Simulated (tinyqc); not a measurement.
What moves the results: exciton in a hard-walled quantum well (variational). A value that a table varies takes the place of the one given here.

Electron and hole in the lowest states cos(pi z/L) of a hard-walled well; relative motion in the plane exp(-rho/lam). E(lam) = c/(mu lam^2) - (q/eps) <1/r>, <1/r> = integral over k from 0 to infinity of F(kL) (1 + (k lam/2)^2)^(-3/2), F(x) = [3x + 8 pi^2/x - 32 pi^4 (1 - exp(-x))/(x^2 (x^2 + 4 pi^2))]/(x^2 + 4 pi^2); c = hbar^2/2m0, q = e^2/(4 pi eps0). E is counted from the subband edge.

Constants: hbar^2/2m0 = 3.80998211 eV angstrom^2; e^2/(4 pi eps0) = 14.39964547 eV angstrom; Ry = 13.60569312 eV.

Inputs chosen for the exercise (near those of InP; the results hold for these values, not for the real material):
```
symbol  value                                       unit      meaning
xs      (0.045, 0.14, 0.73, 2.4, 3.5, 15, 46, 110)            (E - Eg)/Ry*
eps     12.5                                                  dielectric constant
Ls      (13, 21, 49, 132, 197, 396, 507)            angstrom  widths
me      0.084                                       m0        electron mass
mh      0.236                                       m0        hole mass
L       97                                          angstrom  well width
```

## Coulomb enhancement above the gap (Wannier exciton and Elliott formula)

Ry* = 5.3944 meV

With x = (E - Eg)/Ry* and y = pi/sqrt(x): S3 = y exp(y)/sinh(y), and S2 = exp(y)/cosh(y). Free-pair absorption goes as sqrt(x) in three dimensions and is constant in two.

Factors:
```
x        E - Eg (meV)  sqrt(x)      S3  S3 sqrt(x)     S2
0.045            0.24    0.212  29.619       6.283  2.000
0.14             0.76    0.374  16.793       6.283  2.000
0.73             3.94    0.854   7.359       6.287  1.999
2.4             12.95    1.549   4.127       6.394  1.966
3.5             18.88    1.871   3.480       6.510  1.933
15              80.92    3.873   2.021       7.829  1.670
46             248.14    6.782   1.534      10.402  1.433
1.1e+02        593.38   10.488   1.329      13.941  1.291
```

What does this show, and why?

In three dimensions the product tends to 2 pi = 6.283 at the edge (6.283 in the first row), so the square-root onset becomes a step. Even 593 meV above the gap the enhancement is 1.33; it decays only as 1 + pi/sqrt(x) = 1.30. In two dimensions it never exceeds 2 and has fallen to 1.29. The last rows lie beyond the range of parabolic bands.

## Width of the well

mu = 0.061950 m0
a* = 106.775 angstrom

The minimum for each width. The strength per area goes as |phi(0)|^2 = 2/(pi lam^2), listed relative to the strict two-dimensional value.

Results:
```
L (angstrom)  L/a*  lam (angstrom)  binding (meV)  in Ry*  strength
13            0.12            61.7          18.50   3.429     0.750
21            0.20            65.6          17.23   3.194     0.662
49            0.46            76.8          14.31   2.652     0.484
132           1.24            99.8          10.27   1.903     0.286
197           1.85           113.5           8.66   1.606     0.221
396           3.71           146.0           6.15   1.140     0.134
507           4.75           160.7           5.38   0.997     0.110
```

How do the results move?

The binding falls from 3.43 to 1.00 Ry*. It drops below the bulk value Ry* between 396 and 507 angstrom, which is a failure of the trial function: it has no correlation along z, so it cannot reach the bulk limit. Even at L = 0.12 a* only 86 % of the two-dimensional limit is reached. With finite barriers the binding would peak at some width and fall again as the carriers leak out.

## What each parameter does

1/mu = 1/me + 1/mh, Ry* = Ry mu/eps^2; the minimum over lam. Each row changes one parameter from the base and keeps the others.

Results:
```
case               binding (meV)  lam (angstrom)  binding/Ry*
base                       11.54            91.2        2.139
me = 0.0714 m0             10.66            99.6        2.233
mh = 0.165 m0              10.77            98.5        2.221
eps = 13.8                  9.80            98.0        2.215
L = 67.9 angstrom          13.01            82.9        2.411
```

What can be read from the table?

The largest shifts from the base row, up to three for each result and ties (the steps differ in size, so this ranks the rows, not the parameters). binding (meV): eps -1.74, L +1.47, me -0.88. lam (angstrom): me +8.4, L -8.3, mh +7.3. binding/Ry*: L +0.272, me +0.094, mh +0.082.

(tinyqc, `OMP_NUM_THREADS=1 python tinyqc.py 1280901 1280902 out.jsonl`, Intel(R) Xeon(R) Processor @ 2.30GHz, 1 thread, shared host, about 0.02 s.)
